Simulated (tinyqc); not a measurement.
Mesh against width: smearing for a one-band metal on the fcc lattice.

Lattice vectors (units of a): a1 = (0, 1/2, 1/2), a2 = (1/2, 0, 1/2), a3 = (1/2, 1/2, 0). E(k) = -t A_1(k) - t2 A_2(k), A_m the sum of cos(k . R) over the 12 nearest and 6 second lattice vectors. Mesh k = sum (j_i/N) b_i, j_i = 0 .. N-1.

With x = (E_k - mu)/sigma: Gaussian f = erfc(x)/2, s = exp(-x^2)/(2 sqrt(pi)); Methfessel-Paxton (first order) f = erfc(x)/2 - x exp(-x^2)/(2 sqrt(pi)), s = (1 - 2 x^2) exp(-x^2)/(4 sqrt(pi)). With weights w = points/N^d (d the dimension), mu solves 2 sum w f = ne; E = 2 sum w f E_k, S = 2 sum w s, F = E - sigma S.

Values chosen for the exercise: t = 1.38 eV (nearest hopping); t2 = 0.14 eV (second hopping); ne = 0.74 (electrons per cell).

Gaussian smearing, (E + F)/2. The reference is F of first-order Methfessel-Paxton smearing with sigma = 0.05 t on the mesh N = 40; it moves by 0.15 meV on the mesh N = 50; in three dimensions such meshes can agree by chance and the reference may be off by about 1 meV, so smaller errors are not resolved.

Errors (meV per cell):
```
N,sigma = 0.05 t,sigma = 0.15 t,sigma = 0.4 t
4,112.94,106.84,94.76
6,62.82,58.74,50.36
8,15.87,14.48,12.11
12,5.38,5.22,3.80
16,-0.20,-0.41,-0.03
24,-0.13,-0.20,0.05
```

reference = -3.74131 eV

What does the comparison show, and why?

First N from which the value stays within 2 meV of its last entry (which need not be the best one): 16 for sigma = 0.05 t, 16 for sigma = 0.15 t, 16 for sigma = 0.4 t. At the last mesh the errors are -0.13, -0.20 and +0.05 meV. By this 2 meV bar the wider smearing does not converge sooner. The smallest error belongs to 0.05 t on 0, 0.15 t on 0, 0.4 t on 6 of the 6 meshes.

(tinyqc, `OMP_NUM_THREADS=1 python tinyqc.py 1650828 1650829 out.jsonl`, Intel(R) Xeon(R) Processor @ 2.30GHz, 1 thread, shared host, about 0.3 s.)
